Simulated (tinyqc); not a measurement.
# Changing the box width b

Model: sputter depth profiling of a dopant layer: erosion rate, quantification and the mixing-roughness response. Computed by tinyqc, a small Python program. Command: `OMP_NUM_THREADS=1 python tinyqc.py 3023530 3023531 out.jsonl sims sweep`. One thread of a shared host (Intel(R) Xeon(R) Processor @ 2.30GHz), about 0.2 s of CPU time with the checks.

A rastered ion beam erodes silicon (49.94 atoms per nm^3). The measured profile is the true one convolved with a depth response.

Inputs (values chosen for the exercise, modelled on a dopant in silicon under an oxygen or caesium beam):

| quantity | value | unit |
|---|---|---|
| beam energy E | 3 | keV |
| beam current | 68 | nA |
| raster side | 300 | um |
| sputter yield at 1 keV | 1.1 | - |
| mixing length at 1 keV | 1.5 | nm |
| roughness sigma | 1.6 | nm |
| depth of the top edge z0 | 35 | nm |
| box concentration C | 5.4e+18 | 1/cm^3 |
| relative sensitivity factor RSF | 3.2e+20 | 1/cm^3 |
| matrix count rate | 2.7e+06 | 1/s |
| background count rate | 4.3 | 1/s |
| counting time per point | 0.5 | s |
| level that defines the junction C_B | 8e+16 | 1/cm^3 |

True profile: box.

Constants: e = 1.602176634e-19 C.

Method:
- Scaling chosen for the exercise: yield Y = Y1 E^0.5, mixing length w = w1 E^0.5 (E in keV).
- Erosion rate = Y I/(e x raster^2 x density); depth step = rate x counting time; concentration = RSF x counts/matrix counts; detection limit = RSF x 3 sqrt(background x time)/(matrix rate x time).
- Mixing alone turns a layer at z0 into (1/w) exp(-(z - z0 + w)/w) for z > z0 - w; roughness adds a Gaussian of width sigma. With x = z - z0 + w: g(x) = (1/(2w)) exp(sigma^2/(2 w^2) - x/w) erfc((sigma/w - x/sigma)/sqrt2), and its integral G(x) = (1/2) erfc(-x/(sigma sqrt2)) - w g(x). Measured: C [G(x) - G(x - b)].
- Find the maximum, the full width at half maximum and the deep point where the profile falls to C_B; far down, the trailing edge decays by w ln(10) per decade.

One run for each value:

| box width b (nm) | peak concentration (1/cm^3) | full width at half maximum (nm) | apparent junction depth (nm) |
|---|---|---|---|
| 0.52 | 4.5814e+17 | 5.331 | 39.923 |
| 0.91 | 7.9767e+17 | 5.363 | 41.581 |
| 1.60 | 1.3808e+18 | 5.462 | 43.419 |
| 2.70 | 2.2365e+18 | 5.731 | 45.404 |
| 4.80 | 3.5220e+18 | 6.618 | 48.192 |
| 14.00 | 5.2745e+18 | 14.133 | 57.826 |
| 25.00 | 5.3964e+18 | 25.004 | 68.838 |

Give the missing row, box width b (nm) = 8.30.

Computed row:
```
box width b (nm)  peak concentration (1/cm^3)  full width at half maximum (nm)  apparent junction depth (nm)
8.30                               4.6948e+18                            9.006                        52.029
```

Interpolating between the two neighbouring rows (the first column on a logarithmic scale, the others too where they are positive) misses most in full width at half maximum (nm), by 8.3 %. Over the rows, peak concentration (1/cm^3) rises from 4.58e17 to 5.40e18 (exponent d ln y / d ln x 0.99 between the first rows and 0.039 between the last); full width at half maximum (nm) rises from 5.33 to 25.0 (exponent d ln y / d ln x 0.011 between the first rows and 0.98 between the last); apparent junction depth (nm) rises from 39.9 to 68.8 (exponent d ln y / d ln x 0.073 between the first rows and 0.30 between the last). At the low end the exponent of peak concentration is 0.99, close to 1: a box thinner than the response looks like a delta layer. At the high end the exponent of full width at half maximum is 0.98, close to 1: the box is resolved. At the low end the exponent of full width at half maximum is 0.01, close to 0: the response sets the width. Convolution conserves area, so the dose C b would be measured correctly in every row, even where the peak is not. Left out: 0.300 (the peak is near the junction level, or the box is flat-topped).

Extremes, crossings and ranges named in words are read from the listed rows.
